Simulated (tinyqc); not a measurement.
Worked calculation: carrier statistics of a doped semiconductor with parabolic bands. Values are carried at full precision from step to step, so a last printed digit may differ when a step is redone from the rounded ones.

Constants: kB = 8.617333262e-05 eV/K; hbar^2/2m0 = 3.80998211 eV angstrom^2.

Values chosen for the exercise (near those of SiC; not measured data):
```
symbol  value     unit    meaning
Eg0     3.279     eV      gap at 0 K
al      0.000663  eV/K    Varshni alpha
be      1332      K       Varshni beta
T       150       K
ml      0.337     m0      longitudinal electron mass
mt      0.413     m0      transverse electron mass
Mv      3                 equivalent valleys
mhh     1.02      m0      heavy-hole mass
mlh     0.457     m0      light-hole mass
ND      7.7e+12   1/cm^3  donors
NA      2.9e+18   1/cm^3  acceptors
ED      0.0609    eV      donor level below Ec
EA      0.198     eV      acceptor level above Ev
```

## Gap and thermal energy

Eg(T) = Eg0 - al T^2/(T + be) (Varshni).

Eg = 3.26893 eV
kT = 0.012926 eV

The gap has shrunk by 10.1 meV from 0 K and is 252.9 kT wide.

## Effective densities of states

m_de = Mv^(2/3) (ml mt^2)^(1/3); m_dh = (mhh^(3/2) + mlh^(3/2))^(2/3); N = 2 (m kB T/(4 pi c))^(3/2) with c = hbar^2/2m0, in 1/angstrom^3; times 1e24 for 1/cm^3.

m_de = 0.8028 m0
m_dh = 1.2149 m0
Nc = 6.3814e+18 1/cm^3
Nv = 1.1881e+19 1/cm^3

The light holes supply 23.1 % of Nv, and Nc/Nv = 0.537.

## Intrinsic density and level

With Boltzmann statistics ni = sqrt(Nc Nv) exp(-Eg/2kT) and Ei = Eg/2 + (kT/2) ln(Nv/Nc), counted from Ev.

ni = 1.06e-36 1/cm^3
Ei = 1.6385 eV

Ei lies 4.0 meV above midgap, towards the band with the smaller density of states.

## Neutrality by bisection

Energies are counted from Ev, so Ec = Eg. n = Nc F_1/2((EF - Eg)/kT), p = Nv F_1/2(-EF/kT), ND+ = ND/(1 + 2 exp((EF - Eg + ED)/kT)), NA- = NA/(1 + 4 exp((EA - EF)/kT)); neutrality asks p + ND+ = n + NA-. F_j(eta) = (1/Gamma(j + 1)) integral_0^infinity x^j dx/(1 + exp(x - eta)), which tends to exp(eta) for eta << 0.

Start from the bracket [-0.2 eV, Eg + 0.2 eV]; at the midpoint EF take the sign of p + ND+ - n - NA-; where it is positive EF must rise. Fourteen steps are shown.

Bisection (eV, 1/cm^3):
```
step,low,high,EF,n,p,ND+,NA-,sign
1,-0.20000,3.46893,1.63447,7.75e-37,1.44e-36,7.70e+12,2.90e+18,-
2,-0.20000,1.63447,0.71723,1.18e-67,9.48e-06,7.70e+12,2.90e+18,-
3,-0.20000,0.71723,0.25862,4.60e-83,2.43e+10,7.70e+12,2.80e+18,-
4,-0.20000,0.25862,0.02931,9.08e-91,1.19e+18,7.70e+12,1.56e+12,+
5,0.02931,0.25862,0.14396,6.46e-87,1.73e+14,7.70e+12,1.10e+16,-
6,0.02931,0.14396,0.08664,7.66e-89,1.46e+16,7.70e+12,1.31e+14,+
7,0.08664,0.14396,0.11530,7.04e-88,1.59e+15,7.70e+12,1.21e+15,+
8,0.11530,0.14396,0.12963,2.13e-87,5.24e+14,7.70e+12,3.65e+15,-
9,0.11530,0.12963,0.12246,1.23e-87,9.12e+14,7.70e+12,2.10e+15,-
10,0.11530,0.12246,0.11888,9.29e-88,1.20e+15,7.70e+12,1.59e+15,-
11,0.11530,0.11888,0.11709,8.08e-88,1.38e+15,7.70e+12,1.39e+15,+
12,0.11709,0.11888,0.11799,8.66e-88,1.29e+15,7.70e+12,1.49e+15,-
13,0.11709,0.11799,0.11754,8.37e-88,1.34e+15,7.70e+12,1.43e+15,-
14,0.11709,0.11754,0.11731,8.23e-88,1.36e+15,7.70e+12,1.41e+15,-
```

Each step halves the bracket, which is 0.448 meV wide at the last row.

## The neutral state

Solve the neutrality condition for EF to convergence.

EF = 0.1171 eV
n = 8.10e-88 1/cm^3
p = 1.38e+15 1/cm^3
ND+ = 7.70e+12 1/cm^3
NA- = 1.39e+15 1/cm^3

The material is p-type; 0.0 % of the acceptors are ionised. EF lies 9.06 kT inside the gap from the valence edge, so Boltzmann statistics would serve; n p/(Nc Nv exp(-Eg/kT)) = 1.000.

## Checks

- F_1/2(1) by the trapezoid rule against adaptive quadrature: both 1.575641.
- Positive against negative charge at the solution (1/cm^3): both 1.38813e+15.

(tinyqc, `OMP_NUM_THREADS=1 python tinyqc.py 1680596 1680597 out.jsonl`, Intel(R) Xeon(R) Processor @ 2.30GHz, 1 thread, shared host, about 0.01 s.)
